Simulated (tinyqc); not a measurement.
Planar ballistic transistor, top-of-the-barrier model: two steps of the calculation.

At the top of the source barrier, states moving towards the drain are filled by the source (Fermi level 0) and states moving back by the drain (Fermi level -q Vd); nothing scatters. U is the shift of the band edge there, set by the capacitances CG, CD and CS (the total) and by the charge. Parabolic two-dimensional band; the source is grounded.

Inputs (values chosen for the exercise); mass and valleys close to those of a monolayer dichalcogenide:
- T = 300 K (temperature)
- m = 0.498 m0 (effective mass)
- gv = 2 (valley degeneracy)
- eox = 9 (relative permittivity of the gate insulator)
- tox = 2.6 nm (insulator thickness)
- aG = 0.81 (gate control CG/CS)
- E0 = 0.38 eV (band edge at the barrier top above the source Fermi level at zero bias)
- Vd = 0.7 V (drain voltage)

Constants: q = 1.602176634e-19 C, kB = 1.380649e-23 J/K, hbar = 1.054571817e-34 J s, m0 = 9.1093837015e-31 kg, Vt = kB T/q, eps0 = 8.8541878128e-14 F/cm where lengths are in cm. Results are converted to the units shown.

Task 1. Self-consistent potential at the barrier top. eta1 = -(E0 + U)/Vt, eta2 = eta1 - Vd/Vt, n = (N0/2)[F_0(eta1) + F_0(eta2)], F_0(x) = ln(1 + exp x). U(out) = UL + q (n - n0)/CS. Newton step: U(new) = U + (U(out) - U)/(1 + CQ/CS), CQ = (q/Vt) dn/d(eta1) with both F' summed; F_0'(x) = 1/(1 + exp(-x)).

U at the start (U = UL) = -0.6307 eV
N0 = 1.0755997e13 cm^-2
CS = 3.7838409 uF/cm^2
n0 = 4.4456120e6 cm^-2
UL = -0.6307 eV

Wanted: eta1; eta2; n; U(out); CQ; U after iteration 1.

Result 1.

eta1 = 9.6975
eta2 = -17.380
n = 5.2154e13 cm^-2
U(out) = 1.5776 eV
CQ = 33.328 uF/cm^2
U after iteration 1 = -0.40555 eV

Task 2. Current, mean velocity and share of the gate voltage. N0 = gv m kB T/(pi hbar^2), CG = eps0 eox/tox, vT = sqrt(2 kB T/(pi m)), CS = CG/aG, n0 = n at U = 0 and Vd = 0. I = q (N0/2) vT [F_(1/2)(eta1) - F_(1/2)(eta2)] per width, F_(1/2)(x) = (2/sqrt(pi)) int_0^infinity u^(1/2)/(1 + exp(u - x)) du. Mean velocity I/(q n). CQ = (q/Vt) dn/d(eta1); the band edge follows the gate as -dU/dVg = aG/(1 + CQ/CS).

converged U = -0.39535162 eV

Wanted: eta1; n; I; mean velocity; CQ; -dU/dVg.

Result 2.

eta1 = 0.59383
n = 5.5582e12 cm^-2
I = 785.03 uA/um
mean velocity = 8.8154e6 cm/s
CQ = 21.473 uF/cm^2
-dU/dVg = 0.12135 eV/V

The carriers from the source are near degeneracy (eta1 = 0.594), and the mean velocity is 1.16 times vT = sqrt(2 kB T/(pi m)) = 7.62e6 cm/s.

Computed by the program tinyqc: `OMP_NUM_THREADS=1 python tinyqc.py 2400160 2400161 out.jsonl`, one thread of a shared Intel Xeon 2.30GHz, about 0.01 s for the whole run.
